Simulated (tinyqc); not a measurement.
## Effect of surface-potential fluctuations

The band bending varies over the area as a Gaussian of deviation ss (in units of Vt), so Gp/w = q Dit times the Gaussian mean of ln(1 + y^2)/(2 y), y = x exp(-u), u of deviation ss, x = w tau at the mean bending. Listed: the x of the peak, its height over q Dit, the Dit that the rule Gp/w = 0.40237 q Dit would give, and Gp/w at five times the peak frequency over the peak.

Values chosen for this exercise: interface trap density Dit = 1.7e12 cm^-2 eV^-1.

Constants: q = 1.602176634e-19 C. Results are converted to the units shown.

Effect of surface-potential fluctuations:
```
ss    x at the peak  height/(q Dit)  peak Gp/w (nF/cm^2)  apparent Dit (cm^-2 eV^-1)  ratio at 5 f_peak
0             1.980          0.4024                109.6                    1.700e12             0.5767
0.36          2.035          0.3881                105.7                    1.640e12             0.5939
0.71          2.139          0.3561                97.00                    1.505e12             0.6400
1.07          2.240          0.3187                86.79                    1.346e12             0.7001
1.43          2.325          0.2835                77.22                    1.198e12             0.7566
1.79          2.393          0.2528                68.85                    1.068e12             0.8032
2.14          2.445          0.2273                61.91                    9.603e11             0.8391
2.5           2.489          0.2050                55.85                    8.663e11             0.8679
```

Read the table: what changes, and by how much?

The height falls from 0.402 to 0.205 and the ratio at five times the peak frequency rises from 0.577 to 0.868: the peak grows lower and wider, as patches with different time constants add. The uncorrected rule understates Dit by a factor of 1.96 in the last row; the width ratio gives ss and so the correction.

Numbers from tinyqc (`OMP_NUM_THREADS=1 python tinyqc.py 2030031 2030032 out.jsonl`; about 0.01 s on one thread of a shared Intel Xeon 2.30GHz).
